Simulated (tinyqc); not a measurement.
Rapid thermal processing of a wafer: radiative balance, ramp and cooling, pattern effects, pyrometer error and spike budget. Changing the period of the pattern. Computed by tinyqc, a small Python program. Command: `OMP_NUM_THREADS=1 python tinyqc.py 3113197 3113198 out.jsonl rtp sweep`. One thread of a shared host (Intel(R) Xeon(R) Processor @ 2.30GHz), about 0.04 s of CPU time with the checks.

The wafer is opaque and uniform through its thickness unless said otherwise; temperatures in formulas are in kelvin (C + 273.15). sigma = 5.670374419e-12 W/(cm^2 K^4).

Inputs (values chosen for the exercise, modelled on a hot silicon wafer):

| quantity | value | unit |
|---|---|---|
| wafer thickness d | 775 | micrometre |
| heat capacity per volume C | 2.11 | J/(cm^3 K) |
| thermal conductivity k | 0.21 | W/(cm K) |
| emissivity eps of each face | 0.69 | - |
| reflectivity of the chamber walls r | 0.68 | - |
| gas heat-transfer coefficient h, both faces together | 4.5 | mW/(cm^2 K) |
| wall temperature T_w | 350 | K |
| process temperature | 863 | C |
| ramp rate | 64 | K/s |
| relative change of absorptivity over a pattern | 14 | % |
| activation energy of the process E_a | 1.24 | eV |

Constants: k_B = 8.617333262e-05 eV/K.

Method:
- Effective emissivity between parallel grey plates: eps_eff = 1/(1/eps + 1/(1 - r) - 1). Loss per area q(T) = 2 eps_eff sigma (T^4 - T_w^4) + h (T - T_w).
- Absorbed power during a ramp = q(T) + C d x ramp rate; thermal time constant tau = C d/(dq/dT), dq/dT = 8 eps_eff sigma T^3 + h; natural cooling rate q/(C d); front-to-back difference under one-sided heating at the end of the ramp = (absorbed power) d/(2 k).
- At steady state a sinusoidal change of absorbed power of relative amplitude a and period p gives the temperature amplitude a q/(dq/dT + k d (2 pi/p)^2); healing length l = sqrt(k d/(dq/dT)); process change = E_a dT/(k_B T^2). Emissivity is taken as unchanged.

One run for each value:

| period of the pattern (mm) | amplitude (K) | change of the process rate (%) |
|---|---|---|
| 0.3 | 1.721e-03 | 1.919e-03 |
| 0.71 | 9.639e-03 | 1.074e-02 |
| 1.7 | 5.521e-02 | 6.155e-02 |
| 4 | 3.042e-01 | 3.392e-01 |
| 9.5 | 1.672e+00 | 1.864e+00 |
| 22 | 7.884e+00 | 8.788e+00 |
| 53 | 2.672e+01 | 2.979e+01 |
| 130 | 4.565e+01 | 5.089e+01 |
| 300 | 5.157e+01 | 5.749e+01 |

Over the rows, amplitude (K) rises from 0.00172 to 51.6 (exponent d ln y / d ln x 2.0 between the first rows and 0.15 between the last); change of the process rate (%) rises from 0.00192 to 57.5 (exponent d ln y / d ln x 2.0 between the first rows and 0.15 between the last). At the low end the exponent of amplitude is 2.00, close to 2: conduction smooths short periods.
